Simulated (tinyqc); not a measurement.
Random telegraph noise from one oxide trap in a small MOSFET: time constants and noise against gate voltage.

An acceptor-like trap exchanges electrons with the channel. Inversion charge Q = Cox u, u = n Vt W0(exp((Vg - VT)/(n Vt))), W0 the Lambert function, n = nf, Cox = eps0 eox/tox; linear regime Id = (W/L) mu Q Vd. Relative to threshold the surface potential rises by Vt ln(u/u0) and the oxide voltage by the rest of Vg - VT, with u0 = n Vt W0(1).

N = Cox u/q; dpsi = Vt ln(u/u0); E = E0 - dpsi - (xt/tox)(Vg - VT - dpsi); capture time tc = 1/[(N/zi) vth s0 exp(-xt/lt - EB/Vt)]; emission time te = tc exp(-E/Vt); occupancy te/(tc + te). A = W L; threshold step dV = q (1 - xt/tox)/(Cox A); gm/Id = 1/(u + n Vt); relative step dI/I = (gm/Id) dV + asc mu/A. fc = (1/tc + 1/te)/(2 pi); rms = (dI/I) sqrt(tc te)/(tc + te).

Inputs (values chosen for the exercise); values of the order met in silicon transistors: temperature T = 350 K; relative permittivity of the gate insulator (close to silicon nitride) eox = 7.59; insulator thickness tox = 8.6 nm; depth of the trap from the channel interface xt = 2.3 nm; trap level above the channel Fermi level at threshold E0 = 0.02 eV; capture prefactor s0 = 8e-16 cm^2; capture barrier (lattice relaxation) EB = 0.5 eV; tunnelling decay length lt = 0.17 nm; thermal velocity vth = 2.1e7 cm/s; thickness of the inversion layer zi = 1.9 nm; threshold voltage VT = 0.49 V; body factor nf = 1.24; gate width W = 250 nm; gate length L = 110 nm; mobility mu = 280 cm^2/(V s); scattering coefficient of the charged trap asc = 1.9e-16 V s; drain voltage Vd = 0.1 V.

Constants: q = 1.602176634e-19 C, kB = 1.380649e-23 J/K, Vt = kB T/q, eps0 = 8.8541878128e-14 F/cm where lengths are in cm. Results are converted to the units shown.

Results:

| Vg (V) | E (eV) | tc (s) | te (s) | occupancy | dI/I (%) | fc (Hz) | rms dI/I (%) |
|---|---|---|---|---|---|---|---|
| 0.28 | 0.1878 | 2.032e5 | 402.0 | 0.001974 | 1.474 | 3.967e-4 | 0.06544 |
| 0.34 | 0.1366 | 4.144e4 | 447.2 | 0.01068 | 1.454 | 3.597e-4 | 0.1495 |
| 0.46 | 0.04038 | 2275 | 596.5 | 0.2077 | 1.122 | 3.368e-4 | 0.4552 |
| 0.52 | 0.001687 | 816.3 | 771.9 | 0.4860 | 0.7865 | 4.011e-4 | 0.3931 |
| 0.58 | -0.02973 | 407.1 | 1091 | 0.7283 | 0.5387 | 5.369e-4 | 0.2396 |
| 0.64 | -0.05643 | 251.4 | 1633 | 0.8666 | 0.3905 | 7.306e-4 | 0.1328 |
| 0.7 | -0.08032 | 176.3 | 2528 | 0.9348 | 0.3011 | 9.657e-4 | 0.07432 |
| 0.76 | -0.1025 | 133.8 | 3997 | 0.9676 | 0.2436 | 0.001229 | 0.04312 |

Estimate the missing row, Vg = 0.4 V.

Computed row:

| Vg (V) | E (eV) | tc (s) | te (s) | occupancy | dI/I (%) | fc (Hz) | rms dI/I (%) |
|---|---|---|---|---|---|---|---|
| 0.4 | 0.08654 | 8892 | 504.5 | 0.05369 | 1.368 | 3.334e-4 | 0.3083 |

With this row back in the table: tc falls from 2.03e5 to 134 s as the channel fills and te rises from 402 to 4000 s; they are equal at Vg = 0.523 V, where E = 0. The rms noise goes from 0.0654 through a maximum of 0.455 (at Vg = 0.46 V among the rows listed) to 0.0431 %. The slope -Vt d ln(tc/te)/dVg is 0.853 between the first two rows and 0.369 between the last two; it tends to xt/tox = 0.267 only when the surface potential stops moving.

Range of the model: VT is taken as given; short-channel effects and the uneven flow of current among few electrons are left out.

tinyqc, about 0.01 s, one thread, Intel Xeon 2.30GHz (shared host): `OMP_NUM_THREADS=1 python tinyqc.py 2710149 2710150 out.jsonl`
